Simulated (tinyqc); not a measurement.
Inside a calculation. Model: short-channel transistor, virtual-source model with series resistance.

Computed by the program tinyqc: `OMP_NUM_THREADS=1 python tinyqc.py 2380099 2380100 out.jsonl`, one thread of a shared Intel Xeon 2.30GHz, about 0.01 s for the whole run. Printed values are rounded.

The current per gate width is the charge at the top of the source barrier (the virtual source) times its velocity times a saturation function; al and be are fitting constants of the model. Units: I in uA/um, Rs in ohm um, so I Rs = 1e-6 I Rs in volts; Q in uC/cm^2, so I = 1e-4 Q vx0 Fsat with vx0 in cm/s.

Parameters, values chosen for the exercise:
```
symbol,value,unit,meaning
T,300,K,temperature
Cinv,2.04,uF/cm^2,inversion capacitance
vx0,3.88e7,cm/s,velocity at the virtual source
mu,600,cm^2/(V s),apparent mobility
L,32,nm,channel length
VT0,0.416,V,threshold at zero drain voltage
dl,0.169,V/V,drain-induced barrier lowering
n0,1.54,,subthreshold factor
nd,0,1/V,growth of n with drain voltage
al,3.5,,threshold shift (in units of Vt) from weak to strong inversion
be,1.6,,sharpness of saturation
Rs,90,ohm um,series resistance of each contact
Vgs,0.65,V,gate voltage
Vds,0.9,V,drain voltage
```

Constants: q = 1.602176634e-19 C, kB = 1.380649e-23 J/K, Vt = kB T/q. Results are converted to the units shown.

## Iteration 1: current through the series resistance

I at the start = 0 uA/um

Intrinsic voltages Vg' = Vgs - I Rs, Vd' = Vds - 2 I Rs. n = n0 + nd Vd', VT = VT0 - dl Vd', Ff = 1/(1 + exp((Vg' - VT + al Vt/2)/(al Vt))), Q = Cinv n Vt ln(1 + exp((Vg' - VT + al Vt Ff)/(n Vt))), Vdsat = (vx0 L/mu)(1 - Ff) + Vt Ff, Fsat = u/(1 + u^be)^(1/be) with u = Vd'/Vdsat, and I(out) = Q vx0 Fsat per width. (Fsat takes the sign of u.) Newton step: I(new) = I + (I(out) - I)/(1 - s), s = dI(out)/dI by a central difference with +/- 0.001 uA/um.

Vg' = 0.65 V
Vd' = 0.9 V
VT = 0.2639 V
Ff = 0.008432890
Q = 0.7892055 uC/cm^2
Vdsat = 0.2054063 V
Fsat = 0.9453658
I(out) = 2894.821 uA/um
s = -0.9408182
I after iteration 1 = 1491.547 uA/um

## Iteration 2: current through the series resistance

As before.

Vg' = 0.5157608 V
Vd' = 0.6315216 V
VT = 0.3092728 V
Ff = 0.05829977
Q = 0.4323934 uC/cm^2
Vdsat = 0.1963763 V
Fsat = 0.9142280
I(out) = 1533.788 uA/um
s = -0.8641615
I after iteration 2 = 1514.206 uA/um

## Iteration 3: current through the series resistance

As before.

Vg' = 0.5137214 V
Vd' = 0.6274429 V
VT = 0.3099622 V
Ff = 0.05997765
Q = 0.4271630 uC/cm^2
Vdsat = 0.1960725 V
Fsat = 0.9136236
I(out) = 1514.233 uA/um
s = -0.8617901
I after iteration 3 = 1514.221 uA/um

## Course of the iteration: current through the series resistance

Stop when I changes by less than 1e-7 uA/um, or after 80 iterations.

Course of the iteration:
```
iteration  I (uA/um)  |change| (uA/um)
1           1491.547              1490
2           1514.206              22.7
3           1514.221            0.0144
4           1514.221           5.87e-9
```

Converged in 4 iterations. At the end the number of correct digits about doubles with each step.

## What the series resistance costs

converged I = 1514.221 uA/um
I0 = 2894.821 uA/um

Intrinsic voltages Vg' = Vgs - I Rs, Vd' = Vds - 2 I Rs. n = n0 + nd Vd', VT = VT0 - dl Vd', Ff = 1/(1 + exp((Vg' - VT + al Vt/2)/(al Vt))), Q = Cinv n Vt ln(1 + exp((Vg' - VT + al Vt Ff)/(n Vt))), Vdsat = (vx0 L/mu)(1 - Ff) + Vt Ff, Fsat = u/(1 + u^be)^(1/be) with u = Vd'/Vdsat, and I = Q vx0 Fsat per width. I0 is the current for Rs = 0. Effective velocity I/Q; transit time L Q/I.

loss against I0 = 47.69208 %
effective velocity = 3.544858e7 cm/s
transit time = 0.09027160 ps

The carriers leave the virtual source at 91.4 % of vx0: the device is in saturation.
